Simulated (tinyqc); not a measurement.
Worked calculation: interface roughness in a thin film (subband fluctuation and scattering). Values are carried at full precision from step to step, so a last printed digit may differ when a step is redone from the rounded ones.

Square well of width t, barriers V0, c = hbar^2/2m0: E1 solves k t + 2 atan[(k/mz)/(kappa/mb)] = pi, k = sqrt(mz E/c), kappa = sqrt(mb (V0 - E)/c). One interface is rough, so the subband edge fluctuates by G dt with G = |dE1/dt| (central difference of 0.01 angstrom; 2 E1/t for hard walls).

Constants: hbar^2/2m0 = 3.80998211 eV angstrom^2; e^2/(4 pi eps0) = 14.39964547 eV angstrom; hbar = 6.58211957e-16 eV s.

Parameters, chosen for this exercise (near those of a thin Si channel on (100), two-fold valleys; the results hold for these values, not for the real material): t = 28 angstrom (film thickness); mz = 0.933 m0 (confinement mass); V0 = 3.11 eV (barrier); mb = 0.51 m0 (barrier mass); D = 3.4 angstrom (rms height of the roughness); md = 0.187 m0 (mass in the plane); gv = 2 (valleys); Lc = 16 angstrom (correlation length); Ns = 9.1 x 1e12/cm^2 (sheet density); eps = 7.8 (mean dielectric constant at the channel); Lg = 120 angstrom (gate length); Wg = 150 angstrom (gate width).

## Sensitivity of the level to thickness

Give E1, G, the hard-wall values and the rms fluctuation G D.

E1 = 45.68 meV
G = |dE1/dt| = 3.0744 meV/angstrom

hard walls: E1 (meV) and G (meV/angstrom): [51.407, 3.672]

G D = 10.45 meV

Hard walls overstate G by a factor 1.19, and the scattering rate, which goes as G^2, by 1.43.

## The angular integrand

Gaussian roughness spectrum S(q) = pi D^2 Lc^2 exp(-q^2 Lc^2/4). Degenerate gas, taken to fill one subband (the second starts to fill once c kF^2/md exceeds E2 - E1, which is not tested here): kF = sqrt(2 pi Ns/gv), q = 2 kF sin(theta/2), 1/tau = (md/(2 pi c hbar)) G^2 times the integral from 0 to pi of S(q)(1 - cos theta)/eps(q)^2 dtheta, eps(q) = 1 + qs/q with screening (qs = gv md q0/(c eps), q0 = e^2/(4 pi eps0), form factors left out, which overstates the screening; other scattering is left out too, so these values lie far above measured mobilities in all but the thinnest films) or 1 without; mobility = tau c2/md with c2 = e/m0 = 1.75882e15 cm^2/(V s^2); 1e12/cm^2 = 1e-4/angstrom^2.

kF, qs, and exp(-q^2 Lc^2/4)(1 - cos theta) without and with the factor 1/eps^2 at theta = 30, 60, ..., 180 degrees.

kF = 0.05347 1/angstrom
qs = 0.1812 1/angstrom

Integrand:
```
theta  q (1/angstrom)   bare  eps(q)  screened
30             0.0277  0.128    7.55   0.00224
60             0.0535  0.416    4.39    0.0216
90             0.0756  0.694    3.40    0.0601
120            0.0926  0.866    2.96    0.0991
150            0.1033  0.943    2.75     0.124
180            0.1069  0.962    2.69     0.132
```

kF Lc = 0.86: the roughness is short-ranged for these electrons, and back-scattering dominates.

## Scattering time and mobility

Integrate over theta.

Results:
```
case      integral  tau (fs)  mobility (cm^2/(V s))
bare         1.847     519.1                   4883
screened    0.1956      4902              4.611e+04
```

Screening raises the mobility by a factor 9.4. With it kF l = 868, so by this rate the carriers are far from localisation. Phonons, and the gate field that presses carriers to the wall, limit real channels far below this value.

## Threshold variation

Averaged over an area A = Lg Wg much larger than Lc^2, the thickness varies by D sqrt(pi Lc^2/A), so sigma(Vt) = G D Lc sqrt(pi/A)/e; the Pelgrom coefficient is sigma sqrt(A) (1 micrometre = 1e4 angstrom).

rms of the mean thickness = 0.719 angstrom
sigma(Vt) = 2.210 mV
coefficient = 0.0296 mV micrometre

The electrostatic effect of the thickness is left out.

## Checks

- G from the envelope at the wall, psi(t/2)^2 (E1 + c mz (kappa/mb)^2), against the difference quotient, meV/angstrom: both 3.074.
- Bare integral for Lc -> 0 against pi: both 3.1416.

(tinyqc, `OMP_NUM_THREADS=1 python tinyqc.py 1250211 1250212 out.jsonl`, Intel(R) Xeon(R) Processor @ 2.30GHz, 1 thread, shared host, about 0.01 s.)
